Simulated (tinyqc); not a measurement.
Hueckel theory of the pi electrons, for the molecule O=c1cccccc1 (SMILES; centres numbered as the heavy atoms are written), step by step. One step of it, computed by the program tinyqc.

Task: Energy, charges, bond orders. E = sum n x; q_r = z_r - P_rr; bond order p = P_rs; free valence = sqrt(3) - sum of p over the bonds of the atom.

x values: 2.198691  1.618034  1.246980  0.713538  -0.445042  -0.618034  -1.801938  -1.912229

occupations: 2.000000  2.000000  2.000000  2.000000  0.000000  0.000000  0.000000  0.000000

charge and bond-order matrix P:
```
,1O,2C,3C,4C,5C,6C,7C,8C
1O,1.734631,0.534344,-0.185283,-0.180041,0.143709,0.143709,-0.180041,-0.185283
2C,0.534344,0.829721,0.539585,0.138467,-0.180041,-0.180041,0.138467,0.539585
3C,-0.185283,0.539585,0.926027,0.705352,0.101201,-0.286484,-0.165767,0.227444
4C,-0.180041,0.138467,0.705352,0.888761,0.598910,0.115476,-0.197507,-0.165767
5C,0.143709,-0.180041,0.101201,0.598910,0.903035,0.687887,0.115476,-0.286484
6C,0.143709,-0.180041,-0.286484,0.115476,0.687887,0.903035,0.598910,0.101201
7C,-0.180041,0.138467,-0.165767,-0.197507,0.115476,0.598910,0.888761,0.705352
8C,-0.185283,0.539585,0.227444,-0.165767,-0.286484,0.101201,0.705352,0.926027
```

Centres:
```
centre,"z_r, pi electrons of the neutral centre",h
1O,1,1.000000
2C,1,0.000000
3C,1,0.000000
4C,1,0.000000
5C,1,0.000000
6C,1,0.000000
7C,1,0.000000
8C,1,0.000000
```

Bonds:
```
i,j,k
1,2,1.000000
2,3,1
3,4,1
4,5,1
5,6,1
6,7,1
7,8,1
8,2,1
```

Give: pi energy = 8 alpha + this times beta; pi charges; Bond orders and lengths from R = 1.517 - 0.180 p; free valence of the carbons; gap between the highest filled and the next level.

Result:

pi energy = 8 alpha + this times beta = 11.5545

pi charges: 1O -0.7346, 2C 0.1703, 3C 0.0740, 4C 0.1112, 5C 0.0970, 6C 0.0970, 7C 0.1112, 8C 0.0740

Bond orders and lengths from R = 1.517 - 0.180 p (angstrom, C-C alone):
```
bond,p,R
1-2,0.5343,-
2-3,0.5396,1.4199
3-4,0.7054,1.3900
4-5,0.5989,1.4092
5-6,0.6879,1.3932
6-7,0.5989,1.4092
7-8,0.7054,1.3900
8-2,0.5396,1.4199
```

free valence of the carbons: 2C 0.1185, 3C 0.4871, 4C 0.4278, 5C 0.4453, 6C 0.4453, 7C 0.4278, 8C 0.4871

gap between the highest filled and the next level = 1.1586 |beta|
